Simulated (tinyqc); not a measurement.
Inside a calculation. Method: tight binding, honeycomb lattice. One step of it, computed by the program tinyqc.

Question. Bloch Hamiltonian at K. H_AB = -t1 (1 + exp(-i k.a1) + exp(-i k.a2)); H_AA = delta - 2 t2 sum cos(k.b + phi), H_BB = -delta - 2 t2 sum cos(k.b - phi), b = a1, a2 - a1, -a2.

Parameters chosen for this model:
```
parameter     value                        unit
t1         0.920000                 eV, nearest
t2         0.080000       eV, second neighbours
phi        1.570000  rad, phase of t2 (Haldane)
delta             0          eV, +/- on A and B
```

k point K (fractions of the reciprocal vectors): [0.333333, 0.666667]

Give: H(k) at K.

Answer.

H(k) at K (eV), order A, B:
$$\begin{pmatrix}
0.4159 & 0.0000 \\
0.0000 & -0.4155
\end{pmatrix}$$
